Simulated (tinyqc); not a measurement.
# Magnetoresistance against angle

Conductance G = G0 (1 + P1 P2 cos(phi)) at low bias, phi the angle between the magnetisations, normalised to Rp = RA/area at phi = 0.

Parameters, values chosen for the exercise: diameter Dm = 20 nm; spin polarisation of the reference layer P1 = 0.55; spin polarisation of the free layer P2 = 0.7; resistance-area product, parallel state RA = 3.4 ohm um^2.

Magnetoresistance against angle:

| phi (degree) | R (kohm) | R/Rp - 1 (%) | share of the full TMR (%) |
|---|---|---|---|
| 0 | 10.823 | 0 | 0 |
| 20 | 11.007 | 1.7050 | 1.3618 |
| 45 | 11.782 | 8.8634 | 7.0792 |
| 70 | 13.245 | 22.385 | 17.879 |
| 90 | 14.989 | 38.500 | 30.750 |
| 110 | 17.262 | 59.503 | 47.525 |
| 135 | 20.596 | 90.309 | 72.130 |
| 160 | 23.486 | 117.01 | 93.456 |
| 180 | 24.373 | 125.20 | 100.00 |

R rises from 10.8 to 24.4 kohm, TMR0 = 125 %. It is the conductance that follows cos(phi), so at 90 degrees R has covered only (1 - P1 P2)/2 = 30.7 % of its range.

Program tinyqc, `OMP_NUM_THREADS=1 python tinyqc.py 2450120 2450121 out.jsonl`; Intel Xeon 2.30GHz, shared host, one thread, about 0.01 s.
